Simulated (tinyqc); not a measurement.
# Worked calculation: fully depleted semiconductor-on-insulator film with two gates, non-linear Poisson equation by Newton steps

Numbers from tinyqc (`OMP_NUM_THREADS=1 python tinyqc.py 2190152 2190153 out.jsonl`; about 0.5 s on one thread of a shared Intel Xeon 2.30GHz). Printed values are rounded.

One dimension across the film, front interface at x = 0, back interface at x = ts. psi is counted from the intrinsic level, n = ni exp(psi/Vt) (source grounded), holes neglected, acceptors ionised. Gates act through Cox = eps0 eox/tox and Cbox = 3.9 eps0/tb with potentials G1 = Vg - (phiM - chi - Vt ln(Nc/ni)) and G2 = Vb - (phiB - chi - Vt ln(Nc/ni)). Classical Boltzmann densities, no interface charge, no depletion in the back plane.

Parameters, values chosen for the exercise; band and dielectric values close to those of germanium: temperature T = 400 K; band gap Eg = 0.667 eV; relative permittivity eps_r = 16.2; conduction-band density of states at T Nc = 1.6e19 cm^-3; valence-band density of states at T Nv = 9.13e18 cm^-3; electron affinity chi = 4.02 eV; relative permittivity of the gate insulator (close to hafnium oxide) eox = 21.8; insulator thickness tox = 11 nm; film thickness ts = 21 nm; buried-oxide thickness (eps_r 3.9) tb = 51 nm; acceptor density of the film Na = 1.6e16 cm^-3; work function of the front gate phiM = 4.13 eV; work function of the back plane phiB = 4.07 eV; back-gate voltage Vb = 0.9 V; front-gate voltage Vg = -0.05 V.

Constants: q = 1.602176634e-19 C, kB = 1.380649e-23 J/K, Vt = kB T/q, eps0 = 8.8541878128e-14 F/cm where lengths are in cm. Results are converted to the units shown.

## Capacitances and gate potentials

ni = sqrt(Nc Nv) exp(-Eg/(2 Vt)), Eg in volts; Cox, Cbox, G1, G2 as defined; Cs = eps0 eps_r/ts; a = eps0 eps_r/h with h = ts/7; coupling ratio of a depleted film Cs Cbox/(Cox (Cs + Cbox)).

ni = 7.59242e14 cm^-3
Cox = 1.75474 uF/cm^2
Cbox = 0.0677085 uF/cm^2
Cs = 0.683037 uF/cm^2
a = 4.78126 uF/cm^2
G1 = 0.183169 V
G2 = 1.19317 V
coupling ratio = 0.0351061

## Iteration 1: density, residual and Jacobian diagonal

psi at the start, node 0 to 7 (V): 0.3  0.3  0.3  0.3  0.3  0.3  0.3  0.3

Nodes 0 to 7, h = ts/7, box widths w = h (h/2 at both ends), a = eps0 eps_r/h. F_i = a (psi_(i+1) - 2 psi_i + psi_(i-1)) - q w_i (n_i + Na); F_0 = a (psi_1 - psi_0) + Cox (G1 - psi_0) - q w_0 (n_0 + Na); F_7 = a (psi_6 - psi_7) + Cbox (G2 - psi_7) - q w_7 (n_7 + Na). Diagonal b_i = -2 a - q w_i n_i/Vt, with -a - Cox and -a - Cbox in place of -2 a at the ends.

```
node   n (cm^-3)  residual F (C/cm^2)  diagonal b (F/cm^2)
0     4.57313e18          -3.15297e-7          -9.72447e-6
1     4.57313e18          -2.20578e-7          -1.59395e-5
2     4.57313e18          -2.20578e-7          -1.59395e-5
3     4.57313e18          -2.20578e-7          -1.59395e-5
4     4.57313e18          -2.20578e-7          -1.59395e-5
5     4.57313e18          -2.20578e-7          -1.59395e-5
6     4.57313e18          -2.20578e-7          -1.59395e-5
7     4.57313e18          -4.98139e-8          -8.03744e-6
```

## Iteration 1: Newton step

Solve a d_(i-1) + b_i d_i + a d_(i+1) = -F_i for all nodes. Each component d is damped to sign(d) Vt ln(1 + |d|/Vt) before it is added.

```
node  Newton step d, before damping (V)  psi after iteration 1 (V)
0                            -0.0523314                   0.268166
1                            -0.0404910                   0.273221
2                            -0.0365210                   0.275097
3                            -0.0351267                   0.275781
4                            -0.0344483                   0.276118
5                            -0.0335810                   0.276555
6                            -0.0313680                   0.277694
7                            -0.0248577                   0.281283
```

## Iteration 2: density, residual and Jacobian diagonal

As before.

```
node   n (cm^-3)  residual F (C/cm^2)  diagonal b (F/cm^2)
0     1.81603e18          -1.69006e-7          -7.80217e-6
1     2.10288e18          -1.17047e-7          -1.24949e-5
2     2.22048e18          -1.13196e-7          -1.26588e-5
3     2.26497e18          -1.11290e-7          -1.27209e-5
4     2.28727e18          -1.10234e-7          -1.27520e-5
5     2.31642e18          -1.08747e-7          -1.27926e-5
6     2.39428e18          -1.04140e-7          -1.29012e-5
7     2.65702e18          -1.96572e-8          -6.70149e-6
```

## Iteration 2: Newton step

As before.

```
node  Newton step d, before damping (V)  psi after iteration 2 (V)
0                            -0.0476079                   0.238261
1                            -0.0423400                   0.245602
2                            -0.0385589                   0.249218
3                            -0.0360734                   0.251095
4                            -0.0341406                   0.252391
5                            -0.0319266                   0.253958
6                            -0.0285369                   0.256904
7                            -0.0232932                   0.263488
```

## Course of the Newton iteration

Stop when the largest undamped |d| is below 1e-9 V, or after 80 iterations.

Course of the iteration:
```
iteration  largest |F| (C/cm^2)  largest |d| (V)
1                       3.15e-7           0.0523
2                       1.69e-7           0.0476
3                       8.03e-8           0.0390
4                       3.39e-8           0.0304
5                       1.51e-8           0.0183
6                       4.84e-9          6.73e-3
7                      7.24e-10          9.55e-4
8                      1.84e-11          2.03e-5
9                      9.22e-15          8.99e-9
10                      < 1e-19          < 1e-14
```

Converged in 10 iterations.

## Electron sheet density, centroid and oxide fields

converged psi, node 0 to 7 (V): 0.180034  0.179672  0.180871  0.183682  0.188228  0.194730  0.203562  0.215356

n_i = ni exp(psi_i/Vt); N_inv = sum w_i n_i with w = ts/7, halved at the ends; centroid sum w n x/N_inv; fields (G1 - psi_0)/tox and (G2 - psi_7)/tb.

n, node 0 to 7 (cm^-3): 1.40834e17  1.39362e17  1.44297e17  1.56557e17  1.78627e17  2.15710e17  2.78704e17  3.92413e17
N_inv = 4.13964e11 cm^-2
centroid = 12.4714 nm
field in the front oxide = 0.00285013 MV/cm
field in the buried oxide = 0.191728 MV/cm

The centroid lies at 0.59 of the film, so the electrons fill the film, with n at the back 2.79 times that at the front. A 400-interval mesh gives N_inv = 4.131e11 cm^-2; this mesh is 0.22 % above it.
